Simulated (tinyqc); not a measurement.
UHF in the sto-6g basis, for H6, spin multiplicity 1, step by step (part 1 of 2). Computed by tinyqc, a small Python program that keeps every step (integrals from PySCF). Settings: charge = 0, multiplicity = 1, basis = sto-6g, energy threshold = 1e-08, iteration cap = 73, orthogonalisation = canonical, start = core, DIIS depth = 4, method = UHF, break = 0.7. Command: `OMP_NUM_THREADS=1 python tinyqc.py 29304 29305 out.jsonl` (the two numbers bound the seeds that draw the settings). One thread of a shared host (Intel(R) Xeon(R) Processor @ 2.60GHz), about 0.2 s of CPU time with the checks. Later iterations appear only in the table of the cycle.

## One-electron integrals

Geometry (angstrom):
```
atom         x         y         z
H     0.000000  0.000000  0.000000
H     0.000000  0.000000  1.021000
H     0.000000  0.000000  2.291000
H     0.000000  0.000000  3.312000
H     0.000000  0.000000  4.582000
H     0.000000  0.000000  5.603000
```

Basis sto-6g: exponents (1/bohr^2) and contraction coefficients of normalised primitives:
```
element  l (shell)   exponent  coefficient
H            s (1)  35.523221     0.009164
H            s (1)   6.513144     0.049361
H            s (1)   1.822143     0.168538
H            s (1)   0.625955     0.370563
H            s (1)   0.243077     0.416492
H            s (1)   0.100112     0.130334
```

Overlap, kinetic and nuclear-attraction integrals over the contracted functions; the nuclear repulsion is the sum of Za Zb / Rab.

nuclear repulsion = 4.10573387 hartree

overlap S, lower triangle:
```
          1H 1s     2H 1s     3H 1s     4H 1s     5H 1s     6H 1s
1H 1s  1.000000
2H 1s  0.484481  1.000000
3H 1s  0.074456  0.353320  1.000000
4H 1s  0.012253  0.074456  0.484481  1.000000
5H 1s  0.000977  0.007666  0.074456  0.353320  1.000000
6H 1s  0.000099  0.000977  0.012253  0.074456  0.484481  1.000000
```

kinetic energy T (hartree), lower triangle:
```
           1H 1s      2H 1s      3H 1s      4H 1s     5H 1s     6H 1s
1H 1s   0.768522
2H 1s   0.104351   0.768522
3H 1s  -0.011647   0.040098   0.768522
4H 1s  -0.003681  -0.011647   0.104351   0.768522
5H 1s  -0.000463  -0.002540  -0.011647   0.040098  0.768522
6H 1s  -0.000062  -0.000463  -0.003681  -0.011647  0.104351  0.768522
```

nuclear attraction V (hartree), lower triangle:
```
           1H 1s      2H 1s      3H 1s      4H 1s      5H 1s      6H 1s
1H 1s  -2.343828
2H 1s  -1.120812  -2.650575
3H 1s  -0.163186  -0.846477  -2.777205
4H 1s  -0.026204  -0.171337  -1.245401  -2.777205
5H 1s  -0.002003  -0.016523  -0.171337  -0.846477  -2.650575
6H 1s  -0.000197  -0.002003  -0.026204  -0.163186  -1.120812  -2.343828
```

core Hamiltonian H = T + V (hartree), lower triangle:
```
           1H 1s      2H 1s      3H 1s      4H 1s      5H 1s      6H 1s
1H 1s  -1.575306
2H 1s  -1.016461  -1.882052
3H 1s  -0.174833  -0.806379  -2.008683
4H 1s  -0.029885  -0.182983  -1.141050  -2.008683
5H 1s  -0.002466  -0.019063  -0.182983  -0.806379  -1.882052
6H 1s  -0.000259  -0.002466  -0.029885  -0.174833  -1.016461  -1.575306
```

## Two-electron integrals

Functions are numbered as in S; the eight-fold symmetry (ij|kl) = (ji|kl) = (kl|ij) leaves the list below.

Two-electron integrals (ij|kl) in chemists' order, unique and non-zero (hartree):
```
(11|11) 0.774999   (21|11) 0.299895   (21|21) 0.149443   (22|11) 0.471246
(22|21) 0.299895   (22|22) 0.774999   (31|11) 0.032081   (31|21) 0.017883
(31|22) 0.041729   (31|31) 0.002655   (32|11) 0.113554   (32|21) 0.073469
(32|22) 0.202700   (32|31) 0.013161   (32|32) 0.074752   (33|11) 0.230701
(33|21) 0.144536   (33|22) 0.399197   (33|31) 0.032081   (33|32) 0.202700
(33|33) 0.774999   (41|11) 0.004183   (41|21) 0.002373   (41|22) 0.005670
(41|31) 0.000384   (41|32) 0.002005   (41|33) 0.005670   (41|41) 0.000060
(42|11) 0.019077   (42|21) 0.011935   (42|22) 0.032081   (42|31) 0.002271
(42|32) 0.013161   (42|33) 0.041729   (42|41) 0.000384   (42|42) 0.002655
(43|11) 0.092101   (43|21) 0.055142   (43|22) 0.144536   (43|31) 0.011935
(43|32) 0.073469   (43|33) 0.299895   (43|41) 0.002373   (43|42) 0.017883
(43|43) 0.149443   (44|11) 0.159772   (44|21) 0.092101   (44|22) 0.230701
(44|31) 0.019077   (44|32) 0.113554   (44|33) 0.471246   (44|41) 0.004183
(44|42) 0.032081   (44|43) 0.299895   (44|44) 0.774999   (51|11) 0.000254
(51|21) 0.000148   (51|22) 0.000365   (51|31) 0.000026   (51|32) 0.000139
(51|33) 0.000425   (51|41) 4.34e-06   (51|42) 0.000029   (51|43) 0.000196
(51|44) 0.000386   (51|51) 3.37e-07   (52|11) 0.001569   (52|21) 0.000951
(52|22) 0.002485   (52|31) 0.000183   (52|32) 0.001056   (52|33) 0.003516
(52|41) 0.000033   (52|42) 0.000232   (52|43) 0.001697   (52|44) 0.003516
(52|51) 2.71e-06   (52|52) 0.000023   (53|11) 0.011731   (53|21) 0.006776
(53|22) 0.017025   (53|31) 0.001386   (53|32) 0.008187   (53|33) 0.032081
(53|41) 0.000282   (53|42) 0.002098   (53|43) 0.017883   (53|44) 0.041729
(53|51) 0.000026   (53|52) 0.000232   (53|53) 0.002655   (54|11) 0.047618
(54|21) 0.026662   (54|22) 0.064497   (54|31) 0.005197   (54|32) 0.029617
(54|33) 0.113554   (54|41) 0.001100   (54|42) 0.008187   (54|43) 0.073469
(54|44) 0.202700   (54|51) 0.000112   (54|52) 0.001056   (54|53) 0.013161
(54|54) 0.074752   (55|11) 0.115490   (55|21) 0.063168   (55|22) 0.148602
(55|31) 0.011731   (55|32) 0.064497   (55|33) 0.230701   (55|41) 0.002367
(55|42) 0.017025   (55|43) 0.144536   (55|44) 0.399197   (55|51) 0.000254
(55|52) 0.002485   (55|53) 0.032081   (55|54) 0.202700   (55|55) 0.774999
(61|11) 0.000020   (61|21) 0.000012   (61|22) 0.000030   (61|31) 2.24e-06
(61|32) 0.000013   (61|33) 0.000041   (61|41) 4.00e-07   (61|42) 2.77e-06
(61|43) 0.000020   (61|44) 0.000041   (61|51) 3.29e-08   (61|52) 2.75e-07
(61|53) 2.77e-06   (61|54) 0.000013   (61|55) 0.000030   (62|11) 0.000168
(62|21) 0.000099   (62|22) 0.000254   (62|31) 0.000019   (62|32) 0.000112
(62|33) 0.000386   (62|41) 3.61e-06   (62|42) 0.000026   (62|43) 0.000196
(62|44) 0.000425   (62|51) 3.12e-07   (62|52) 2.71e-06   (62|53) 0.000029
(62|54) 0.000139   (62|55) 0.000365   (62|61) 3.29e-08   (62|62) 3.37e-07
(63|11) 0.001703   (63|21) 0.000964   (63|22) 0.002367   (63|31) 0.000191
(63|32) 0.001100   (63|33) 0.004183   (63|41) 0.000038   (63|42) 0.000282
(63|43) 0.002373   (63|44) 0.005670   (63|51) 3.61e-06   (63|52) 0.000033
(63|53) 0.000384   (63|54) 0.002005   (63|55) 0.005670   (63|61) 4.00e-07
(63|62) 4.34e-06   (63|63) 0.000060   (64|11) 0.008959   (64|21) 0.004939
(64|22) 0.011731   (64|31) 0.000933   (64|32) 0.005197   (64|33) 0.019077
(64|41) 0.000191   (64|42) 0.001386   (64|43) 0.011935   (64|44) 0.032081
(64|51) 0.000019   (64|52) 0.000183   (64|53) 0.002271   (64|54) 0.013161
(64|55) 0.041729   (64|61) 2.24e-06   (64|62) 0.000026   (64|63) 0.000384
(64|64) 0.002655   (65|11) 0.050445   (65|21) 0.027244   (65|22) 0.063168
(65|31) 0.004939   (65|32) 0.026662   (65|33) 0.092101   (65|41) 0.000964
(65|42) 0.006776   (65|43) 0.055142   (65|44) 0.144536   (65|51) 0.000099
(65|52) 0.000951   (65|53) 0.011935   (65|54) 0.073469   (65|55) 0.299895
(65|61) 0.000012   (65|62) 0.000148   (65|63) 0.002373   (65|64) 0.017883
(65|65) 0.149443   (66|11) 0.094445   (66|21) 0.050445   (66|22) 0.115490
(66|31) 0.008959   (66|32) 0.047618   (66|33) 0.159772   (66|41) 0.001703
(66|42) 0.011731   (66|43) 0.092101   (66|44) 0.230701   (66|51) 0.000168
(66|52) 0.001569   (66|53) 0.019077   (66|54) 0.113554   (66|55) 0.471246
(66|61) 0.000020   (66|62) 0.000254   (66|63) 0.004183   (66|64) 0.032081
(66|65) 0.299895   (66|66) 0.774999
```

## Orthogonalisation

S = U s U^T; canonical form X = U s^(-1/2), so that X^T S X = 1. Each column of U has its largest component positive (the first on a tie).

eigenvalues of S: 0.332859  0.454633  0.637321  1.164267  1.537574  1.873346

X:
```
               1          2          3          4          5         6
1H 1s   0.418152  -0.649817   0.588520   0.446068   0.379173  0.201899
2H 1s  -0.695085   0.778098  -0.370785   0.226457   0.404487  0.296816
3H 1s   0.918774  -0.268493  -0.548359  -0.423315   0.133440  0.371536
4H 1s  -0.918774  -0.268493   0.548359  -0.423315  -0.133440  0.371536
5H 1s   0.695085   0.778098   0.370785   0.226457  -0.404487  0.296816
6H 1s  -0.418152  -0.649817  -0.588520   0.446068  -0.379173  0.201899
```

## Starting guess

The start is the orbitals of the core Hamiltonian, with HOMO and LUMO mixed by +/-0.7 rad for the two spins; D(s) = C_occ C_occ^T for each spin.

D(alpha) at the start, lower triangle:
```
           1H 1s      2H 1s      3H 1s      4H 1s     5H 1s     6H 1s
1H 1s   0.023791
2H 1s   0.033758   0.413727
3H 1s   0.019720   0.355438   0.470075
4H 1s   0.036350  -0.355151  -0.064320   0.960314
5H 1s  -0.111302  -0.058226   0.070391  -0.157684  0.581418
6H 1s  -0.056827   0.096217   0.102129  -0.298665  0.309907  0.221741
```

D(beta) at the start, lower triangle:
```
           1H 1s      2H 1s      3H 1s     4H 1s     5H 1s     6H 1s
1H 1s   0.221741
2H 1s   0.309907   0.581418
3H 1s  -0.298665  -0.157684   0.960314
4H 1s   0.102129   0.070391  -0.064320  0.470075
5H 1s   0.096217  -0.058226  -0.355151  0.355438  0.413727
6H 1s  -0.056827  -0.111302   0.036350  0.019720  0.033758  0.023791
```

## Iteration 1: building the Fock matrix

J_ij = sum D_kl (ij|kl) with D = D(alpha) + D(beta), K_ij = sum D_kl (ik|jl) for each spin; F = H + J - K(s); E = tr D H + tr D J / 2 - 0.5 sum_s tr D(s) K(s) + E_nn.

Coulomb J (hartree), lower triangle:
```
          1H 1s     2H 1s     3H 1s     4H 1s     5H 1s     6H 1s
1H 1s  1.597547
2H 1s  0.909966  2.226046
3H 1s  0.152359  0.827242  2.647200
4H 1s  0.025768  0.174094  1.253515  2.647200
5H 1s  0.002044  0.017023  0.174094  0.827242  2.226046
6H 1s  0.000204  0.002044  0.025768  0.152359  0.909966  1.597547
```

exchange K(alpha) (hartree), lower triangle:
```
           1H 1s      2H 1s     3H 1s     4H 1s     5H 1s     6H 1s
1H 1s   0.114296
2H 1s   0.196259   0.505144
3H 1s   0.093904   0.309619  0.594199
4H 1s   0.002564   0.043676  0.385133  0.748309
5H 1s  -0.019169  -0.011612  0.076681  0.244942  0.639358
6H 1s  -0.007786   0.003319  0.013390  0.040331  0.391747  0.423544
```

exchange K(beta) (hartree), lower triangle:
```
           1H 1s      2H 1s     3H 1s     4H 1s     5H 1s     6H 1s
1H 1s   0.423544
2H 1s   0.391747   0.639358
3H 1s   0.040331   0.244942  0.748309
4H 1s   0.013390   0.076681  0.385133  0.594199
5H 1s   0.003319  -0.011612  0.043676  0.309619  0.505144
6H 1s  -0.007786  -0.019169  0.002564  0.093904  0.196259  0.114296
```

F(alpha) (hartree), lower triangle:
```
           1H 1s      2H 1s      3H 1s      4H 1s      5H 1s      6H 1s
1H 1s  -0.092054
2H 1s  -0.302754  -0.161151
3H 1s  -0.116378  -0.288756   0.044319
4H 1s  -0.006682  -0.052565  -0.272668  -0.109792
5H 1s   0.018747   0.009572  -0.085571  -0.224079  -0.295365
6H 1s   0.007731  -0.003741  -0.017507  -0.062804  -0.498242  -0.401302
```

F(beta) (hartree), lower triangle:
```
           1H 1s      2H 1s      3H 1s      4H 1s      5H 1s      6H 1s
1H 1s  -0.401302
2H 1s  -0.498242  -0.295365
3H 1s  -0.062804  -0.224079  -0.109792
4H 1s  -0.017507  -0.085571  -0.272668   0.044319
5H 1s  -0.003741   0.009572  -0.052565  -0.288756  -0.161151
6H 1s   0.007731   0.018747  -0.006682  -0.116378  -0.302754  -0.092054
```

total energy of this density = -2.49785769 hartree

## Iteration 1: diagonalisation and new density

Diagonalise F' = X^T F X, C = X C', fill 3 alpha and 3 beta electrons from the bottom; D(s) = C_occ C_occ^T. Each column has its largest component positive (the first on a tie).

F' = X^T F X (alpha) (hartree), lower triangle:
```
           1          2          3          4          5          6
1   0.920131
2  -0.078069   0.485227
3  -0.092689   0.029536   0.206463
4  -0.104850   0.057303   0.139686  -0.184156
5   0.021798  -0.017404  -0.035139   0.111324  -0.448866
6   0.016754  -0.025448   0.033747  -0.105675   0.069703  -0.410619
```

orbital energies (alpha) (hartree): MO1 -0.577231, MO2 -0.359747, MO3 -0.160240, MO4 0.227065, MO5 0.476105, MO6 0.962228

coefficients C (alpha):
```
             MO1        MO2        MO3        MO4        MO5        MO6
1H 1s  -0.024251   0.377888  -0.351860   0.818791  -0.484508   0.393217
2H 1s  -0.003939   0.541590  -0.231792  -0.482999   0.592257  -0.773262
3H 1s   0.041279   0.337406   0.232178  -0.451457  -0.154834   1.074584
4H 1s   0.047987   0.173620   0.692954   0.304343  -0.449955  -0.862702
5H 1s   0.504243  -0.020024   0.118885   0.426685   0.936152   0.449241
6H 1s   0.635363  -0.074286  -0.376505  -0.423964  -0.730285  -0.250915
```

F' = X^T F X (beta) (hartree), lower triangle:
```
           1          2          3          4          5          6
1   0.920131
2   0.078069   0.485227
3  -0.092689  -0.029536   0.206463
4   0.104850   0.057303  -0.139686  -0.184156
5   0.021798   0.017404  -0.035139  -0.111324  -0.448866
6  -0.016754  -0.025448  -0.033747  -0.105675  -0.069703  -0.410619
```

orbital energies (beta) (hartree): MO1 -0.577231, MO2 -0.359747, MO3 -0.160240, MO4 0.227065, MO5 0.476105, MO6 0.962228

coefficients C (beta):
```
             MO1        MO2        MO3        MO4        MO5        MO6
1H 1s   0.635363  -0.074286  -0.376505  -0.423964  -0.730285  -0.250915
2H 1s   0.504243  -0.020024   0.118885   0.426685   0.936152   0.449241
3H 1s   0.047987   0.173620   0.692954   0.304343  -0.449955  -0.862702
4H 1s   0.041279   0.337406   0.232178  -0.451457  -0.154834   1.074584
5H 1s  -0.003939   0.541590  -0.231792  -0.482999   0.592257  -0.773262
6H 1s  -0.024251   0.377888  -0.351860   0.818791  -0.484508   0.393217
```

D(alpha) after iteration 1, lower triangle:
```
           1H 1s      2H 1s      3H 1s      4H 1s     5H 1s     6H 1s
1H 1s   0.267193
2H 1s   0.286314   0.347063
3H 1s   0.044807   0.128756   0.169453
4H 1s  -0.179378  -0.066779   0.221450   0.512632
5H 1s  -0.061626  -0.040388   0.041661   0.103102  0.268795
6H 1s   0.088997   0.044535  -0.086253  -0.243309  0.277104  0.550960
```

D(beta) after iteration 1, lower triangle:
```
           1H 1s      2H 1s      3H 1s     4H 1s     5H 1s     6H 1s
1H 1s   0.550960
2H 1s   0.277104   0.268795
3H 1s  -0.243309   0.103102   0.512632
4H 1s  -0.086253   0.041661   0.221450  0.169453
5H 1s   0.044535  -0.040388  -0.066779  0.128756  0.347063
6H 1s   0.088997  -0.061626  -0.179378  0.044807  0.286314  0.267193
```

## Iteration 2: building the Fock matrix

As before.

Coulomb J (hartree), lower triangle:
```
          1H 1s     2H 1s     3H 1s     4H 1s     5H 1s     6H 1s
1H 1s  1.868889
2H 1s  0.954078  2.111166
3H 1s  0.144252  0.728254  2.206557
4H 1s  0.023469  0.150535  1.048551  2.206557
5H 1s  0.001823  0.014841  0.150535  0.728254  2.111166
6H 1s  0.000181  0.001823  0.023469  0.144252  0.954078  1.868889
```

exchange K(alpha) (hartree), lower triangle:
```
           1H 1s     2H 1s      3H 1s     4H 1s     5H 1s     6H 1s
1H 1s   0.436946
2H 1s   0.380876  0.550538
3H 1s   0.091899  0.224152   0.420670
4H 1s  -0.005707  0.064200   0.365762  0.614085
5H 1s  -0.009774  0.004446   0.088400  0.239901  0.507877
6H 1s   0.004353  0.002065  -0.002227  0.048725  0.404389  0.622471
```

exchange K(beta) (hartree), lower triangle:
```
           1H 1s      2H 1s      3H 1s     4H 1s     5H 1s     6H 1s
1H 1s   0.622471
2H 1s   0.404389   0.507877
3H 1s   0.048725   0.239901   0.614085
4H 1s  -0.002227   0.088400   0.365762  0.420670
5H 1s   0.002065   0.004446   0.064200  0.224152  0.550538
6H 1s   0.004353  -0.009774  -0.005707  0.091899  0.380876  0.436946
```

F(alpha) (hartree), lower triangle:
```
           1H 1s      2H 1s      3H 1s      4H 1s      5H 1s      6H 1s
1H 1s  -0.143362
2H 1s  -0.443259  -0.321425
3H 1s  -0.122480  -0.302277  -0.222796
4H 1s  -0.000709  -0.096648  -0.458261  -0.416212
5H 1s   0.009132  -0.008668  -0.120848  -0.318025  -0.278764
6H 1s  -0.004431  -0.002708  -0.004190  -0.079306  -0.466772  -0.328887
```

F(beta) (hartree), lower triangle:
```
           1H 1s      2H 1s      3H 1s      4H 1s      5H 1s      6H 1s
1H 1s  -0.328887
2H 1s  -0.466772  -0.278764
3H 1s  -0.079306  -0.318025  -0.416212
4H 1s  -0.004190  -0.120848  -0.458261  -0.222796
5H 1s  -0.002708  -0.008668  -0.096648  -0.302277  -0.321425
6H 1s  -0.004431   0.009132  -0.000709  -0.122480  -0.443259  -0.143362
```

total energy of this density = -3.12693754 hartree

## Iteration 2: DIIS over 2 matrices

error matrix X^T (FDS - SDF) X (alpha):
```
           1          2          3          4          5          6
1   0.000000   0.004990  -0.005665   0.025831   0.004094   0.040344
2  -0.004990   0.000000   0.021219  -0.079634  -0.042516   0.035071
3   0.005665  -0.021219   0.000000  -0.040276   0.013746  -0.016756
4  -0.025831   0.079634   0.040276   0.000000  -0.000267  -0.008420
5  -0.004094   0.042516  -0.013746   0.000267   0.000000  -0.001719
6  -0.040344  -0.035071   0.016756   0.008420   0.001719   0.000000
```

B (overlaps of the stored error matrices):
```
               1              2
1  8.3348191e-01  4.2479425e-02
2  4.2479425e-02  5.7455258e-02
```

Minimise |sum c_i e_i|^2 with sum c_i = 1: solve [B -1; -1 0][c; lambda] = [0; -1] with B_ij = tr e_i^T e_j summed over both spins, and take F = sum c_i F_i.

DIIS coefficients: 0.018581  0.981419

extrapolated F(alpha) (hartree), lower triangle:
```
           1H 1s      2H 1s      3H 1s      4H 1s      5H 1s      6H 1s
1H 1s  -0.142409
2H 1s  -0.440648  -0.318447
3H 1s  -0.122366  -0.302026  -0.217833
4H 1s  -0.000820  -0.095829  -0.454812  -0.410518
5H 1s   0.009310  -0.008329  -0.120192  -0.316280  -0.279072
6H 1s  -0.004205  -0.002727  -0.004437  -0.078999  -0.467357  -0.330232
```

extrapolated F(beta) (hartree), lower triangle:
```
           1H 1s      2H 1s      3H 1s      4H 1s      5H 1s      6H 1s
1H 1s  -0.330232
2H 1s  -0.467357  -0.279072
3H 1s  -0.078999  -0.316280  -0.410518
4H 1s  -0.004437  -0.120192  -0.454812  -0.217833
5H 1s  -0.002727  -0.008329  -0.095829  -0.302026  -0.318447
6H 1s  -0.004205   0.009310  -0.000820  -0.122366  -0.440648  -0.142409
```
